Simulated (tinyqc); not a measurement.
Inside a calculation. Model: carrier lifetime of a p-type layer with SRH, radiative, Auger and surface recombination.

Program tinyqc, `OMP_NUM_THREADS=1 python tinyqc.py 2300144 2300145 out.jsonl`; Intel Xeon 2.30GHz, shared host, one thread, about 0.01 s. Printed values are rounded.

Uniform excess density dn = dp (no trapping), n = n0 + dn, p = p0 + dn, Boltzmann statistics, full ionisation. Surfaces enter as a rate 2 S dn/d, which holds while diffusion to them is fast.

Inputs (values chosen for the exercise); band and dielectric values close to those of silicon: temperature T = 350 K; band gap Eg = 1.13 eV; conduction-band density of states at T Nc = 3.55e19 cm^-3; valence-band density of states at T Nv = 3.31e19 cm^-3; radiative coefficient B = 4.77e-15 cm^3/s; acceptor density N = 1.5e16 cm^-3; Auger coefficient (two electrons) Cn = 2.3e-31 cm^6/s; Auger coefficient (two holes) Cp = 2.7e-31 cm^6/s; trap density Nt = 3e11 cm^-3; capture cross-section for electrons sn = 4e-17 cm^2; capture cross-section for holes sp = 8e-15 cm^2; thermal velocity (both carriers) vth = 2.5e7 cm/s; trap level below the conduction band Et = 0.85 eV; surface recombination velocity (both faces) S = 0 cm/s; sample thickness d = 100 um; generation rate G = 1.2e17 cm^-3 s^-1.

Constants: q = 1.602176634e-19 C, kB = 1.380649e-23 J/K, Vt = kB T/q. Results are converted to the units shown.

## Equilibrium densities and SRH constants

ni = sqrt(Nc Nv) exp(-Eg/(2 Vt)), Eg in volts; majority density N/2 + sqrt(N^2/4 + ni^2), n0 p0 = ni^2; n1 = Nc exp(-Et/Vt), p1 = Nv exp((Et - Eg)/Vt); tn0 = 1/(sn vth Nt), tp0 = 1/(sp vth Nt).

ni = 2.50834e11 cm^-3
n0 = 4.19451e6 cm^-3
p0 = 1.50000e16 cm^-3
n1 = 2.04535e7 cm^-3
p1 = 3.07614e15 cm^-3
tn0 = 0.00333333 s
tp0 = 1.66667e-5 s

## Starting value

dn = 2e13 cm^-3.

dn at the start = 2e13 cm^-3

## Iteration 1: new dn

With e = n p - ni^2 = dn (n0 + p0 + dn): U_SRH = e/(tp0 (n + n1) + tn0 (p + p1)), U_rad = B e, U_Aug = (Cn n + Cp p) e, U_s = 2 S dn/d. Substitution: tau = dn/U with U the sum, dn(new) = G tau.

U_SRH = 4.98004e15 cm^-3 s^-1
U_rad = 1.43291e15 cm^-3 s^-1
U_Aug = 1.21962e15 cm^-3 s^-1
U_s = 0 cm^-3 s^-1
tau = 0.00262035 s
dn after iteration 1 = 3.14442e14 cm^-3

## Iteration 2: new dn

As before.

U_SRH = 7.85471e16 cm^-3 s^-1
U_rad = 2.29699e16 cm^-3 s^-1
U_Aug = 2.02599e16 cm^-3 s^-1
U_s = 0 cm^-3 s^-1
tau = 0.00258211 s
dn after iteration 2 = 3.09854e14 cm^-3

## Course of the iteration

Stop when the step is below 1e-10 of the value, or after 40 iterations.

Course of the iteration:
```
iteration  dn before the step (cm^-3)  step (cm^-3)
1                                2e13       2.94e14
2                          3.14442e14      -4.59e12
3                          3.09854e14       7.08e10
4                          3.09924e14       -1.09e9
5                          3.09923e14        1.69e7
6                          3.09923e14       -2.61e5
7                          3.09923e14          4030
```

Converged in 7 iterations. At the solution d ln U/d ln dn = 1.02, so the logarithmic slope of the map is 1 - 1.02 = -0.02; its size is below 1, so substitution contracts.

## Lifetime, shares and quasi-Fermi splitting

converged dn = 3.09923e14 cm^-3

With e = n p - ni^2 = dn (n0 + p0 + dn): U_SRH = e/(tp0 (n + n1) + tn0 (p + p1)), U_rad = B e, U_Aug = (Cn n + Cp p) e, U_s = 2 S dn/d. tau = dn/U, shares of U, splitting Vt ln(n p/ni^2), radiative efficiency U_rad/U.

tau = 0.00258269 s
shares (%): SRH 64.5122, radiative 18.8610, Auger 16.6268, surface 0.0000
quasi-Fermi splitting = 0.547070 V

SRH recombination takes the largest share. dn is 0.021 times the doping: low injection.
